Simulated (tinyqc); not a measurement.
# Metal-interlayer-semiconductor contact, depinning against tunnelling resistance: what changes with what

Zero bias, n-type semiconductor. Gap states at the semiconductor surface thin out as exp(-be ti), which unpins the barrier; electrons must then cross the interlayer (a rectangular barrier, no voltage drop across it) and the parabolic depleted layer, both by WKB. Energies E are counted from the Fermi level; no image force, parabolic bands.

Inputs (values chosen for the exercise); semiconductor values close to those of 4H silicon carbide; interlayer mass of the order of that in hafnium oxide, offset chosen freely: temperature T = 300 K; band gap Eg = 3.25 eV; relative permittivity eps_r = 10.1; electron affinity chi = 3.46 eV; conduction-band density of states at T Nc = 1.7e19 cm^-3; tunnelling mass in the semiconductor mt = 0.204 m0; Richardson mass mA = 0.366 m0; donor density Nd = 2.9e19 cm^-3; charge-neutrality level above the valence band E0 = 1.9 eV; pinning factor without interlayer S0 = 0.64; metal work function phiM = 3.82 eV; interlayer thickness ti = 1.3 nm; conduction-band offset of the interlayer above the semiconductor dE = 1.57 eV; tunnelling mass in the interlayer mi = 0.2 m0; decay constant of gap states through the interlayer be = 2.4 1/nm.

Constants: q = 1.602176634e-19 C, kB = 1.380649e-23 J/K, eps0 = 8.8541878128e-12 F/m, hbar = 1.054571817e-34 J s, h = 6.62607015e-34 J s, m0 = 9.1093837015e-31 kg, Vt = kB T/q, hbar^2/(2 m0) = 0.0380998212 eV nm^2. Results are converted to the units shown.

Each table varies one quantity; the others keep the values above.

## Contact resistivity against the interlayer thickness

S = 1/(1 + (1/S0 - 1) exp(-be ti)); phiB = S (phiM - chi) + (1 - S)(Eg - E0); xi = Ec - EF deep inside, from Nd = Nc F(-xi/Vt), F(x) = (2/sqrt(pi)) int_0^infinity sqrt(u) du/(1 + exp(u - x)); band bending U = phiB - xi; E00 = (hbar/2) sqrt(Nd/(eps0 eps_r mt m0)) in volts; A = 4 pi q mA m0 kB^2/h^3. With U = phiB - xi: for xi < E < phiB, y = (E - xi)/U and G1 = (U/E00) [sqrt(1 - y) - y ln((1 + sqrt(1 - y))/sqrt(y))], G1 = 0 above phiB; G2 = 2 ti sqrt(mi max(phiB + dE - E, 0)/C), C = hbar^2/(2 m0); f = 1/(1 + exp(E/Vt)); 1/rho_c = (A T^2/Vt^2) times the integral of exp(-G1 - G2) f over E from xi upwards. Shares under 0.001 % are printed as 0; rows without band bending are left out.

The same in every row: E00/Vt = 2.69.

Contact resistivity against the interlayer thickness:
```
ti (nm)	S	phiB (eV)	rho_c (ohm cm^2)	rho_c with G2 = 0 (ohm cm^2)	peak of the integrand (eV)	share above phiB (%)
0	0.640	0.716	3.12e-5	3.12e-5	0.0261	0
0.3	0.785	0.573	3.31e-5	4.54e-6	0.0236	0
0.6	0.882	0.476	6.16e-5	1.26e-6	0.0218	0
0.9	0.939	0.420	1.90e-4	6.05e-7	0.0209	0.00150
1.2	0.969	0.390	8.22e-4	4.09e-7	0.0209	0.00377
1.5	0.985	0.375	0.00435	3.35e-7	0.0213	0.00654
1.8	0.993	0.367	0.0256	3.03e-7	0.0221	0.00937
2.1	0.996	0.364	0.159	2.89e-7	0.0230	0.0122
2.4	0.998	0.362	1.01	2.82e-7	0.0241	0.0152
```

Read the table: what changes, and by how much?

As ti goes from 0 to 2.4, phiB falls from 0.716 to 0.362 eV and rho_c rises from 3.12e-5 to 1.01 ohm cm^2. No thickness listed beats the bare contact: tunnelling through the layer costs more than the change of the barrier gains. The ratio of rho_c to its value with G2 = 0 runs from 1.00 to 3.60e6.

## Contact resistivity against the metal work function

Same model as above.

The same in every row: S = 0.976; E00/Vt = 2.69.

Contact resistivity against the metal work function:
```
phiM (eV)	phiB (eV)	rho_c (ohm cm^2)	rho_c with G2 = 0 (ohm cm^2)	peak of the integrand (eV)	share above phiB (%)
3.56	0.130	3.57e-5	1.61e-8	0.00713	2.16
3.76	0.325	5.87e-4	1.77e-7	0.0186	0.0187
3.96	0.521	0.0112	2.27e-6	0.0256	0
4.16	0.716	0.223	3.09e-5	0.0310	0
4.36	0.911	4.55	4.36e-4	0.0354	0
4.56	1.11	93.6	0.00628	0.0393	0
```

What does the comparison show?

As phiM goes from 3.56 to 4.56, phiB rises from 0.130 to 1.11 eV and rho_c rises from 3.57e-5 to 93.6 ohm cm^2. The ratio of rho_c to its value with G2 = 0 runs from 2210 to 14900.

Range of the model: The depletion charge would drop about 0.14 V across such an interlayer (eps_r near 20) at ti = 1.3 nm and Nd = 2.9e19 cm^-3, against a band bending of 0.41 V; this model leaves that drop out.

tinyqc, about 0.02 s, one thread, Intel Xeon 2.30GHz (shared host): `OMP_NUM_THREADS=1 python tinyqc.py 2270014 2270015 out.jsonl`
